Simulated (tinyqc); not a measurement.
p-n diode, drift-diffusion by the Gummel loop with Scharfetter-Gummel fluxes: two steps of the calculation.

Abrupt junction at x = 0, p side from -Lp, n side to Ln, ohmic contacts. psi is counted from the intrinsic level; n = ni exp((psi - phin)/Vt), p = ni exp((phip - psi)/Vt). Contacts: p side psi = V - Vt ln(Na/ni), p = Na, n = ni^2/Na; n side psi = Vt ln(Nd/ni), n = Nd, p = ni^2/Nd. Constant mobilities, D = mu Vt, Boltzmann statistics, SRH recombination through a mid-gap level, U = (n p - ni^2)/(tp (n + ni) + tn (p + ni)). Current is positive from the p contact to the n contact.

Values chosen for this exercise; band and dielectric values those of a made-up semiconductor: temperature T = 300 K; acceptor density of the p side Na = 1.7e16 cm^-3; donor density of the n side Nd = 1e16 cm^-3; electron mobility mun = 1200 cm^2/(V s); hole mobility mup = 360 cm^2/(V s); SRH lifetime of electrons tn = 9e-9 s; SRH lifetime of holes tp = 3e-7 s; uniform generation rate G = 0 cm^-3 s^-1.

Constants: q = 1.602176634e-19 C, kB = 1.380649e-23 J/K, Vt = kB T/q. Results are converted to the units shown.

Problem 1. Electron continuity. With psi and p held, F_i = (mun Vt/h_i) [n_(i+1) B(d_i) - n_i B(-d_i)], d_i = (psi_(i+1) - psi_i)/Vt, B(d) = d/(exp(d) - 1); solve F_i - F_(i-1) = w_i [(n_i p_i - ni^2)/den_i - G] for the new n, with den = tp (n + ni) + tn (p + ni) taken at the old n and p, h_i = x_(i+1) - x_i, w_i = (h_(i-1) + h_i)/2; phin = psi - Vt ln(n/ni).

| node | x (nm) | psi (V) | n after Poisson (cm^-3) | p after Poisson (cm^-3) |
|---|---|---|---|---|
| 0 | -1200 | 0.33828376 | 5.7180022e5 | 1.7e16 |
| 1 | -793 | 0.31741773 | 2.1194824e16 | 3.8105075e16 |
| 2 | -501 | 0.31737876 | 2.1162894e16 | 3.8162567e16 |
| 3 | -293 | 0.31737870 | 2.1162844e16 | 3.8162657e16 |
| 4 | -144 | 0.31738679 | 2.1169469e16 | 3.8150714e16 |
| 5 | -38 | 0.31780574 | 2.1515336e16 | 3.7537428e16 |
| 6 | 38 | 0.32913146 | 3.3343547e16 | 2.4221489e16 |
| 7 | 166 | 0.32952043 | 3.3849024e16 | 2.3859783e16 |
| 8 | 382 | 0.32952523 | 3.3855308e16 | 2.3855354e16 |
| 9 | 747 | 0.32952524 | 3.3855323e16 | 2.3855344e16 |
| 10 | 1360 | 0.32951518 | 3.3842150e16 | 2.3864629e16 |
| 11 | 2400 | 0.29799844 | 1e16 | 9.7206037e5 |

ni = 9.8593122e10 cm^-3

Wanted: new n; phin after round 1.

Solution 1.

| node | new n (cm^-3) | phin after round 1 (V) |
|---|---|---|
| 0 | 5.718e5 | 0.6500 |
| 1 | 1.847e15 | 0.0631 |
| 2 | 3.774e15 | 0.0446 |
| 3 | 5.150e15 | 0.0365 |
| 4 | 6.138e15 | 0.0320 |
| 5 | 6.945e15 | 0.0292 |
| 6 | 1.139e16 | 0.0278 |
| 7 | 1.242e16 | 0.0259 |
| 8 | 1.385e16 | 0.0231 |
| 9 | 1.627e16 | 0.0189 |
| 10 | 2.033e16 | 0.0132 |
| 11 | 1.000e16 | 0.0000 |

Problem 2. Recombination and current. U_i as defined. J = Jn at the p contact + Jp at the n contact + q sum w_i U_i - q G sum w_i over the inner nodes, which avoids differences of large majority fluxes: Jn = (q mun Vt/h_0)[n_1 B(d_0) - n_0 B(-d_0)], Jp = (q mup Vt/h_last)[p_(N-1) B(d_last) - p_N B(-d_last)], d_i = (psi_(i+1) - psi_i)/Vt, B(d) = d/(exp(d) - 1), w_i = (h_(i-1) + h_i)/2.

| node | x (nm) | converged psi (V) | converged n (cm^-3) | converged p (cm^-3) |
|---|---|---|---|---|
| 0 | -1200 | 0.33828376 | 5.7180022e5 | 1.7e16 |
| 1 | -793 | 0.33062090 | 2.5921442e15 | 1.9586387e16 |
| 2 | -501 | 0.32608113 | 4.1471132e15 | 2.1143344e16 |
| 3 | -293 | 0.32316693 | 5.1547856e15 | 2.2150348e16 |
| 4 | -144 | 0.32127181 | 5.8498542e15 | 2.2772636e16 |
| 5 | -38 | 0.32162492 | 6.7176156e15 | 2.1741150e16 |
| 6 | 38 | 0.34416158 | 1.6957429e16 | 8.7447222e15 |
| 7 | 166 | 0.34407765 | 1.7845537e16 | 7.8944719e15 |
| 8 | 382 | 0.34097207 | 1.7327821e16 | 7.3302742e15 |
| 9 | 747 | 0.33529976 | 1.6333830e16 | 6.3365389e15 |
| 10 | 1360 | 0.32444899 | 1.4432915e16 | 4.4386533e15 |
| 11 | 2400 | 0.29799844 | 1e16 | 9.7206037e5 |

ni = 9.8593122e10 cm^-3

Give: U; Jn at the p contact; Jp at the n contact; recombination; generation; J.

Solution 2.

| node | U (cm^-3 s^-1) |
|---|---|
| 0 | 0 |
| 1 | 5.322e22 |
| 2 | 6.113e22 |
| 3 | 6.540e22 |
| 4 | 6.797e22 |
| 5 | 6.606e22 |
| 6 | 2.870e22 |
| 7 | 2.597e22 |
| 8 | 2.413e22 |
| 9 | 2.088e22 |
| 10 | 1.466e22 |
| 11 | 0 |

Jn at the p contact = 365.8 A/cm^2
Jp at the n contact = 101.7 A/cm^2
recombination = 1.554 A/cm^2
generation = 0 A/cm^2
J = 469.0 A/cm^2

Program tinyqc, `OMP_NUM_THREADS=1 python tinyqc.py 2240081 2240082 out.jsonl`; Intel Xeon 2.30GHz, shared host, one thread, about 0.1 s.
